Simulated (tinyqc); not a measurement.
Inside a calculation. Model: capacitance of parallel on-chip lines from Laplace's equation on a mesh.

tinyqc, about 0.7 s, one thread, Intel Xeon 2.30GHz (shared host): `OMP_NUM_THREADS=1 python tinyqc.py 2790177 2790178 out.jsonl` Printed values are rounded.

Cross-section of an endless row of equal lines between two grounded planes; neighbours are driven in antiphase (+1 V and -1 V), so the plane midway between two lines is at 0 V. By symmetry one quarter is solved: x runs from the centre of a line (column 0, mirror) to that midplane (column 3, 0 V), y from the mid-height of the line (row 0, mirror) to the ground plane (row 3, 0 V). The line fills columns 0 to 1 and rows 0 to 1 at 1 V. Cells beside the line (below row 1) have e2, cells above have e1. Each link between nodes has the conductance g = mean permittivity of the two cells beside it (a cell beyond a mirror counts as 0), and the free nodes obey sum g (V_neighbour - V) = 0.

Inputs (values chosen for the exercise):

| symbol | value | unit | meaning |
|---|---|---|---|
| e1 | 3.9 |  | relative permittivity above and below the lines |
| e2 | 2.4 |  | relative permittivity between the lines |
| om | 1 |  | over-relaxation factor |

Constants: eps0 = 8.8541878128e-12 F/m. Results are converted to the units shown.

## Link conductances

gx[j, i] joins node (row j, column i) to column i + 1, gy[j, i] to row j + 1.

gx:
```
       col 0  col 1  col 2
row 0    1.2    1.2    1.2
row 1   3.15   3.15   3.15
row 2    3.9    3.9    3.9
row 3   1.95   1.95   1.95
```

gy:
```
       col 0  col 1  col 2  col 3
row 0    1.2    2.4    2.4    1.2
row 1   1.95    3.9    3.9   1.95
row 2   1.95    3.9    3.9   1.95
```

## Iteration 1: relaxation sweep

V at the start (V):
```
       col 0  col 1  col 2  col 3
row 0      1      1      0      0
row 1      1      1      0      0
row 2      0      0      0      0
row 3      0      0      0      0
```

One sweep visits the free nodes row by row from row 0, left to right, and replaces V by V + om (weighted mean of the neighbours - V), using new values at once.

V after sweep 1 (V):
```
          col 0     col 1     col 2     col 3
row 0  1.000000  1.000000  0.250000  0.000000
row 1  1.000000  1.000000  0.297619  0.000000
row 2  0.250000  0.312500  0.152530  0.000000
row 3  0.000000  0.000000  0.000000  0.000000
```

## Iteration 2: relaxation sweep

As before.

V after sweep 2 (V):
```
          col 0     col 1     col 2     col 3
row 0  1.000000  1.000000  0.398810  0.000000
row 1  1.000000  1.000000  0.373175  0.000000
row 2  0.406250  0.389695  0.190718  0.000000
row 3  0.000000  0.000000  0.000000  0.000000
```

## Course of the relaxation

Stop when no node changes by 1e-7 V. C = 4 eps0 sum g (difference of V along the link)^2, in aF/um.

Course of the iteration:
```
sweep  C (aF/um)  largest change (V)
1       227.0232               0.312
2       209.8686               0.156
3       208.7991              0.0386
4       208.7323             9.60e-3
5       208.7281             2.39e-3
6       208.7279             5.98e-4
7       208.7279             1.49e-4
8       208.7279             3.73e-5
9       208.7279             9.33e-6
10      208.7279             2.33e-6
11      208.7279             5.83e-7
12      208.7279             1.46e-7
13      208.7279             3.65e-8
```

Converged in 13 sweeps. Over the last four sweeps the change shrinks by about 0.25 a sweep. C comes down from above, since the solution minimises the energy.

## Capacitance per length

converged V (V):
```
          col 0     col 1     col 2     col 3
row 0  1.000000  1.000000  0.449275  0.000000
row 1  1.000000  1.000000  0.398551  0.000000
row 2  0.457637  0.415273  0.203456  0.000000
row 3  0.000000  0.000000  0.000000  0.000000
```

C = 4 eps0 sum g (difference of V)^2 over all links (twice the energy of the four quarters, line at 1 V). Plate estimate without fringing: eps0 [2 e1 w/hd + 2 e2 t/(s/2)], w = 2 hx, t = 2 hx, s/2 = 2 hx, hd = 2 hx.

C = 208.7279 aF/um
plate estimate = 111.5628 aF/um

C depends on the shape only, not on the mesh step hx. Meshes 6, 12 and 24 times finer extrapolate (Aitken) to 185.4 aF/um; this mesh is 13 % above that, and the plate estimate is 40 % below it.
